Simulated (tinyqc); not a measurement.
In-plane mass from two subband densities.

Problem. At zero temperature each occupied subband holds N_k = D (EF - E_k), D = md m0 q/(pi hbar^2) per eV. Two subbands are occupied. Find md, EF - E1 and EF - E2.

Constants: q = 1.602176634e-19 C, hbar = 1.054571817e-34 J s, m0 = 9.1093837015e-31 kg. Results are converted to the units shown.

N1, N2 (cm^-2): 1.1350425e12  2.7e11
E2 - E1 = 51.9 meV

Answer. N1 - N2 = D (E2 - E1) gives D and so md; each N_k/D is a distance to EF.

md = 0.0399 m0
EF - E1 = 68.1 meV
EF - E2 = 16.2 meV

Program tinyqc, `OMP_NUM_THREADS=1 python tinyqc.py 2140114 2140115 out.jsonl`; Intel Xeon 2.30GHz, shared host, one thread, about 0.3 s.
